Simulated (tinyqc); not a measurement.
# From one set of inputs to another, one input at a time

Model: equilibrium and kinetic segregation of a solute to boundaries and growing surfaces. Computed by tinyqc, a small Python program. Command: `OMP_NUM_THREADS=1 python tinyqc.py 3007762 3007763 out.jsonl segreg ladder`. One thread of a shared host (Intel(R) Xeon(R) Processor @ 2.30GHz), about 0.01 s of CPU time with the checks.

The inputs printed are set A. Inputs not listed in the table keep their values of set A, so the rows need not describe a real material.

Inputs (values chosen for the exercise, modelled on a solute in a copper line): segregation energy Q = 0.515 eV; total solute fraction x0 = 0.015; temperature T = 1125 K; grain size d = 90 nm; boundary thickness delta = 0.45 nm; atomic volume Omega = 11.81 angstrom^3; clean boundary energy gamma_0 = 0.57 J/m^2.

Isotherm: Langmuir-McLean.

Constants: k_B = 8.617333262e-05 eV/K; 1 eV/angstrom^2 = 16.02176634 J/m^2.

Method:
- With theta the solute fraction on boundary sites and x that in the grains, theta/(1 - theta) = [x/(1 - x)] exp[Q/(k_B T)].
- Finite grains: boundary sites are the fraction f = 3 delta/d, and x0 = (1 - f) x + f theta; solve both equations for theta; share at boundaries = f theta/x0.
- Gibbs adsorption for this isotherm in a dilute matrix: gamma = gamma_0 + Gam_0 [k_B T ln(1 - theta)], Gam_0 = delta/Omega sites per area.

Each row keeps all changes above it:
```
input moved                 from      to  coverage theta  fraction x left in the grains  boundary energy gamma (J/m^2)
set A                          -       -         0.57131                       0.006528                        0.06870
temperature T (K)           1125    1150         0.55317                       0.006805                        0.08264
segregation energy Q (eV)  0.515   0.352         0.27912                       0.010978                        0.37200
grain size d (nm)             90      46         0.23012                       0.008496                        0.41179
total solute fraction x0   0.015  0.0022         0.03778                       0.001124                        0.54670
```

Coverage theta goes from 0.571 to 0.0378, a factor 0.0661 in all. The largest single move comes from total solute fraction x0 (a factor 0.164). Fraction x left in the grains goes from 0.00653 to 0.00112, a factor 0.172 in all. The largest single move comes from total solute fraction x0 (a factor 0.132), and segregation energy Q works against it (a factor 1.61). Boundary energy gamma goes from 0.0687 to 0.547, a factor 7.96 in all. The largest single move comes from segregation energy Q (a factor 4.50). The single moves hold for this order of the switches; the total does not depend on the order.

Caution (rows set A, temperature T): gamma nears or passes zero; a compound usually precipitates before that. Caution (rows set A, temperature T, segregation energy Q, grain size d): so much solute in the grains may exceed the solubility and is no longer dilute.

Extremes, crossings and ranges named in words are read from the listed rows.
